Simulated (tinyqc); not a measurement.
Bandgap voltage reference from two bipolar transistors: two steps of the calculation.

Two transistors of area 1 and N carry the same current I. Is(T) = Is (T/T0)^eta exp[(Vg0 q/kB)(1/T0 - 1/T)], VBE1 = Vt ln(I/Is(T)) + I rb, VBE2 = Vt ln(I/(N Is(T))) + I rb/N. The amplifier forces I R1(T) = VBE1 - VBE2 + Vos, with R(T) = R (1 + tc (T - T0)) for both resistors, and the output is Vref = VBE1 + I R2(T). Base currents and the Early effect are neglected.

Values chosen for this exercise; values of the order met in silicon bipolar transistors: reference temperature T0 = 298 K; band-gap voltage extrapolated to 0 K Vg0 = 1.205 V; temperature exponent of the saturation current eta = 3.2; saturation current of the unit transistor at T0 Is = 5.4e-17 A; area ratio of the second transistor N = 8; resistor across which the difference of VBE falls, at T0 R1 = 4.9 kohm; temperature coefficient of both resistors tc = 1000 ppm/K; offset of the amplifier Vos = 0 mV; series resistance of the unit transistor rb = 17 ohm; output resistor at T0 R2 = 58.29 kohm.

Constants: q = 1.602176634e-19 C, kB = 1.380649e-23 J/K. Results are converted to the units shown.

Question 1. Operating point at the reference temperature. Vt = kB T/q; I = (Vt ln N + Vos)/(R1(T) - rb (1 - 1/N)). Evaluate at T = T0.

Give: Vt; I; Is(T); VBE1; I R2; Vref.

Answer 1.

Vt = 0.02568 V
I = 10.93 uA
Is(T) = 5.400e-17 A
VBE1 = 0.6687 V
I R2 = 0.6372 V
Vref = 1.306 V

Question 2. Resistor for zero slope at T0, ideal case. With tc = 0, Vos = 0 and rb = 0 the current is proportional to T, dVBE/dT = (VBE - Vg0 - (eta - 1) Vt)/T, and Vref has zero slope at T0 when Vref = Vg0 + (eta - 1) Vt0. Find VBE1, its slope, that Vref, R2/R1 and the curvature d2Vref/dT2 = -(eta - 1) kB/(q T0).

Wanted: VBE1; dVBE/dT; Vref; R2/R1; curvature.

Answer 2.

VBE1 = 0.6685 V
dVBE/dT = -1.990 mV/K
Vref = 1.261 V
R2/R1 = 11.11
curvature = -0.6362 uV/K^2

Program tinyqc, `OMP_NUM_THREADS=1 python tinyqc.py 2062016 2062017 out.jsonl`; Intel Xeon 2.30GHz, shared host, one thread, about 0.02 s.
